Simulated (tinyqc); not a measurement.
Two electrons on one impurity (helium-like model): sweeps and comparisons. A value that a table varies takes the place of the one given here.

Units Ha* = 2 Ry m/eps^2 and a* = a0 eps/m. One electron is bound by Z^2/2. Two electrons in the singlet built from exp(-a r) and exp(-b r): S = 8 (ab)^(3/2)/(a + b)^3, h_aa = a^2/2 - Z a, h_bb alike, h_ab = S (ab/2 - Z (a + b)/2), J = ab (a^2 + 3ab + b^2)/(a + b)^3, K = 20 (ab)^3/(a + b)^5, E = (h_aa + h_bb + 2 S h_ab + J + K)/(1 + S^2). For a = b this is a^2 - 2 Z a + 5a/8. Real double donors are deeper, since the central cell is left out.

Constants: e^2/(4 pi eps0) = 14.39964547 eV angstrom.

Values chosen for the exercise (near those of impurities in cubic GaN; shifted at random, so the results belong to these values and not to a real crystal):
- m = 0.195 m0 (one mean mass)
- eps = 9.4 (dielectric constant)
- Zs = (0.97, 1.05, 1.15, 1.54, 1.9, 2.93, 3.9) (charges)
- a_lat = 4.5 angstrom (lattice constant)
- Eg = 3.279 eV (gap)
- ED = 26.4 meV (donor binding)
- EA = 138.1 meV (acceptor binding)
- W0 = 1.6 x 1e7/s (rate at zero distance)
- kind = opposite (sublattices of donor and acceptor)
- shells = (228, 307, 448, 519, 804, 1752, 1804) (shell numbers)

## Effective charge

Ha* = 60.0523 meV

Binding of the first electron, of the second (-E - Z^2/2) with equal and with unequal orbitals, and U, the first less the second (unequal).

Results (meV):

| Z | first | second, equal | second, unequal | a/b | U | U/(Z Ha*) |
|---|---|---|---|---|---|---|
| 0.97 | 28.3 | -2.29 | 0.26 | 4.09 | 28.0 | 0.481 |
| 1.05 | 33.1 | -0.44 | 1.87 | 3.25 | 31.2 | 0.495 |
| 1.15 | 39.7 | 2.41 | 4.54 | 2.79 | 35.2 | 0.509 |
| 1.54 | 71.2 | 19.27 | 21.09 | 2.12 | 50.1 | 0.542 |
| 1.90 | 108.4 | 42.95 | 44.65 | 1.88 | 63.7 | 0.559 |
| 2.93 | 257.8 | 153.67 | 155.24 | 1.60 | 102.5 | 0.583 |
| 3.90 | 456.7 | 316.18 | 317.71 | 1.48 | 139.0 | 0.593 |

What does this show, and why?

Equal orbitals bind a second electron only above Z = (5/16)/(1 - 1/sqrt2) = 1.067; unequal ones do so in 7 of the 7 rows. Their gain is 2.55 meV in the first row and 1.52 in the last, while the second binding grows to 318 meV, so the gain decides the matter only near Z = 1. U grows almost linearly with Z: U/(Z Ha*) goes from 0.481 to 0.593, towards 5/8, while the first binding grows as Z^2. Angular correlation is left out: at Z = 1 this function binds the second electron by 0.0133 Ha*, half the exact 0.0278.

## Pair lines (donor-acceptor pair recombination)

h nu = Eg - ED - EA + q/(eps R), q = e^2/(4 pi eps0); shell j lies at R = a_lat sqrt(j/2) for the same sublattice and a_lat sqrt(j/2 - 5/16) for opposite ones (on the same sublattice shells 14, 30, 46, 56, 62, ... are empty, where 2j has the form 4^a (8b + 7)); rate W = W0 exp(-2R/aD) with the donor radius aD = q/(2 eps ED). Polarisation and overlap terms, which matter for close pairs, are left out.

Energy, rate and lifetime for each shell.

Lines:

| shell | R (angstrom) | Coulomb (meV) | h nu (eV) | step to the next shell (meV) | 1/W (microsecond) |
|---|---|---|---|---|---|
| 228 | 47.98 | 31.9 | 3.1464 | 0.070 | 1.71 |
| 307 | 55.70 | 27.5 | 3.1420 | 0.045 | 2.91 |
| 448 | 67.30 | 22.8 | 3.1373 | 0.025 | 6.47 |
| 519 | 72.45 | 21.1 | 3.1356 | 0.020 | 9.22 |
| 804 | 90.19 | 17.0 | 3.1315 | 0.011 | 31.3 |
| 1752 | 133.16 | 11.5 | 3.1260 | 0.0033 | 606 |
| 1804 | 135.13 | 11.3 | 3.1258 | 0.0031 | 694 |

limit for distant pairs = 3.1145 eV
aD = 29.0 angstrom

What does this show, and why?

The lines crowd together, on average as R^-3: the step falls from 0.07 to 0.0031 meV, so distant pairs merge into a band. Close pairs emit higher and 406 times faster over this table, so the band shifts to lower energy with delay and to higher energy with stronger pumping. All these lines lie below Eg, and R/aD runs from 1.7 up.

Run: tinyqc, `OMP_NUM_THREADS=1 python tinyqc.py 1250260 1250261 out.jsonl`; Intel(R) Xeon(R) Processor @ 2.30GHz, one thread, shared host; about 0.02 s of CPU time with all checks.
